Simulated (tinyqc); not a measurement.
Hot electrons in a saturated n-channel MOSFET, lucky-electron model: two steps of the calculation.

Beyond pinch-off the lateral field grows as Esat cosh(y/l) over the velocity-saturated region (pseudo-two-dimensional model). Impact ionisation in this region gives the substrate current, which biases the body forward through Rsub. Currents are per width. Local-field laws: they overstate ionisation when the field peak is narrower than an energy relaxation length.

Parameters, values chosen for the exercise; values close to those of silicon n-channel devices: channel length L = 1.2 um; oxide thickness tox = 24 nm; junction depth xj = 400 nm; effective mobility mu = 430 cm^2/(V s); saturation velocity vs = 7.6e6 cm/s; hot-electron mean free path lm = 8.8 nm; oxide barrier pb = 3.2 V; prefactor of the gate current Cg = 0.0034; lifetime exponent m = 3; lifetime constant Hl = 24000 s uA/um.

Constants: eps0 = 8.8541878128e-14 F/cm where lengths are in cm. Results are converted to the units shown.

Question 1. Length and field scales. Cox = 3.9 eps0/tox, l = sqrt(3 tox xj), Esat = 2 vs/mu.

Find: Cox; l; Esat; Esat L.

Answer 1.

Cox = 0.1439 uF/cm^2
l = 169.7 nm
Esat = 0.03535 MV/cm
Esat L = 4.242 V

Question 2. Gate current, lifetime and channel shortening. Ig = Cg Id exp(-pb/(lm Em)); lifetime tau = (Hl/Id)(Isub/Id)^(-m); length of the saturated region dL = l ln[(dV/l + Em)/Esat]. 1 year = 3.15576e7 s.

Id = 53.849497 uA/um
dV = 4.1585529 V
Em = 0.24758156 MV/cm
Isub = 0.20082258 uA/um
l = 169.70563 nm
Esat = 0.035348837 MV/cm

Give: Isub/Id; Ig; tau; dL.

Answer 2.

Isub/Id = 0.0037293
Ig = 0.076550 pA/um
tau = 272.29 years
dL = 447.09 nm

The lifetime exceeds ten years.

Numbers from tinyqc (`OMP_NUM_THREADS=1 python tinyqc.py 2550040 2550041 out.jsonl`; about 0.01 s on one thread of a shared Intel Xeon 2.30GHz).
